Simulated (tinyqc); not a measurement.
Global model of a low-pressure process discharge: electron temperature, density, ion flux and ion energy: one step, computed by the program tinyqc.

Maxwellian electrons with temperature T_e in eV, one positive ion, no negative ions, uniform bulk density n; rate constants have the Arrhenius form.

Question. Biased electrode. All bias power goes to ions: V_b = P_b/(J pi r^2). Debye length at the sheath edge lambda_D = sqrt(eps_0 T_e/(e h_L n)); Child-law sheath s = (sqrt2/3) lambda_D (2 V/T_e)^(3/4), V = V_b + V_s; ion transit time tau_i = 3 s sqrt(M/(2 e V)); collisions in the sheath s/lambda_i.

Inputs (values chosen for the exercise, of the order of those of an inductive discharge in a simple atomic gas): ion mass M = 40 u; gas temperature T_g = 600 K; bias power P_b = 190 W; radius of the biased electrode = 7.5 cm; bias frequency = 2 MHz.

ion current density J = 17.87661 mA/cm^2

T_e = 2.763295 eV

h_L = 0.3303958

plasma density n = 1.308055e+12 1/cm^3

wall potential V_s = 12.93109 V

ion mean free path = 1.311158 cm

Constants: eps_0 = 8.8541878128e-12 F/m; e = 1.602176634e-19 C; u = 1.6605390666e-27 kg.

Give: bias voltage V_b; lambda_D; sheath width s; ion transit time; transit time over bias period; s/lambda_i.

Answer.

bias voltage V_b = 60.14 V

lambda_D = 18.80 micrometre

sheath width s = 0.1738 mm

ion transit time = 27.77 ns

transit time over bias period = 0.05554

s/lambda_i = 0.01325

Ions cross within a small part of a period and sample the instantaneous voltage: a broad, two-peaked energy distribution. The sheath is nearly free of collisions.
